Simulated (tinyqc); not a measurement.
Zener tunnelling in a reverse-biased junction, two-band WKB: two steps of the calculation.

Abrupt p-n junction, depletion approximation. Energies E are counted from the conduction-band edge of the neutral n side; its Fermi level lies at dn, that of the p side at dn - V, and the valence-band edge of the neutral p side at Em = dn + dp - V. Tunnelling needs 0 < E < Em. Two-band dispersion with equal masses m: inside the gap kappa = sqrt(m u (1 - u/Eg)/C), u the distance from a band edge, C = hbar^2/(2 m0).

Inputs (values chosen for the exercise); band and dielectric values close to those of indium arsenide:

| symbol | value | unit | meaning |
|---|---|---|---|
| T | 200 | K | temperature |
| Eg | 0.354 | eV | band gap |
| eps_r | 15.4 |  | relative permittivity |
| Nc | 4.68e16 | cm^-3 | conduction-band density of states at 200 K |
| Nv | 3.61e18 | cm^-3 | valence-band density of states at 200 K |
| m | 0.027 | m0 | band-edge mass of the two-band model |
| Na | 1.5e19 | cm^-3 | acceptor density |
| Nd | 7.6e17 | cm^-3 | donor density |
| V | -2.3 | V | bias of the p side |

Constants: q = 1.602176634e-19 C, kB = 1.380649e-23 J/K, hbar = 1.054571817e-34 J s, m0 = 9.1093837015e-31 kg, Vt = kB T/q, eps0 = 8.8541878128e-14 F/cm where lengths are in cm, hbar^2/(2 m0) = 0.0380998212 eV nm^2. Results are converted to the units shown.

Task 1. Fermi levels and built-in voltage. Nd = Nc F12(dn/Vt), Na = Nv F12(dp/Vt), F12(x) = (2/sqrt(pi)) int_0^infinity sqrt(u)/(1 + exp(u - x)) du; dn = EF - Ec on the n side, dp = Ev - EF on the p side (negative outside the bands); Vbi = Eg + dn + dp.

Give: dn; dp; Vbi.

Result 1.

dn = 0.13174 eV
dp = 0.048557 eV
Vbi = 0.53430 V

Boltzmann statistics would give dn = 0.0480 eV and dp = 0.0245 eV. At zero bias the bands of the two sides overlap by dn + dp.

Task 2. Width, field and exponent. W = sqrt(2 eps0 eps_r (Vbi - V)(1/Na + 1/Nd)/q), mean field F = (Vbi - V)/W, peak field 2 F. In a uniform field F the exponent is S = pi sqrt(m/C) Eg^1.5/(4 F). Transverse energy Et = C kt^2/m raises it to S (1 + 4 Et/Eg), so T = exp(-S) exp(-Et/Eb) with Eb = Eg/(4 S). KJ = (2 q^2/h) m/(4 pi C) (times 1e14 for A/cm^2 per eV^2).

Vbi = 0.53429542 V

Find: W; mean field; S; exp(-S); Eb; tunnelling length Eg/F.

Result 2.

W = 81.666 nm
mean field = 0.34706 MV/cm
S = 4.0125
exp(-S) = 0.018088
Eb = 22.056 meV
tunnelling length Eg/F = 10.200 nm

Range of the model: Parabolic densities of states, no band tails and no gap narrowing, all of which matter at such doping.

tinyqc, about 0.01 s, one thread, Intel Xeon 2.30GHz (shared host): `OMP_NUM_THREADS=1 python tinyqc.py 2620006 2620007 out.jsonl`
